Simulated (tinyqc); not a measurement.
Long-channel MOSFET, surface-potential model: course of the iteration: surface potential at the source by Newton steps.

n-channel transistor on a uniformly doped p-type body, gradual-channel approximation, constant mobility, Boltzmann statistics, full ionisation. Potentials are counted from the neutral body; V is the electron quasi-Fermi potential, Vsb at the source and Vsb + Vds at the drain. Charges are magnitudes per area.

With V = Vsb: G = psi - Vt + Vt e, e = exp((psi - 2 phiF - Vsb)/Vt); f = Vgs + Vsb - Vfb - psi - gamma sqrt(G); f' = -1 - gamma (1 + e)/(2 sqrt(G)); psi(new) = psi - f/f'.

Stop when psi changes by less than 1e-10 V, or after 40 iterations.

Parameters, values chosen for the exercise; material values close to those of silicon:
```
symbol,value,unit,meaning
T,300,K,temperature
Vfb,-0.48,V,flat-band voltage
Vsb,0,V,source-body reverse bias
Vgs,1.92,V,gate-source voltage
```

Constants: q = 1.602176634e-19 C, kB = 1.380649e-23 J/K, Vt = kB T/q. Results are converted to the units shown.

psi at the start (the smaller of 2 phiF + Vsb + 4 Vt and the root without inversion charge) = 0.854445 V
phiF = 0.375519 V
gamma = 0.537626 V^0.5

Course of the iteration:
```
iteration,psi (V),|change| (V)
1,0.921887,0.0674
2,0.901469,0.0204
3,0.896017,5.45e-3
4,0.895692,3.25e-4
5,0.895691,1.09e-6
6,0.895691,1.22e-11
```

Did this iteration meet its convergence test, and what does its course show?

Yes. Converged in 6 iterations. At the end the number of correct digits about doubles with each step.

Program tinyqc, `OMP_NUM_THREADS=1 python tinyqc.py 2360066 2360067 out.jsonl`; Intel Xeon 2.30GHz, shared host, one thread, about 0.05 s.
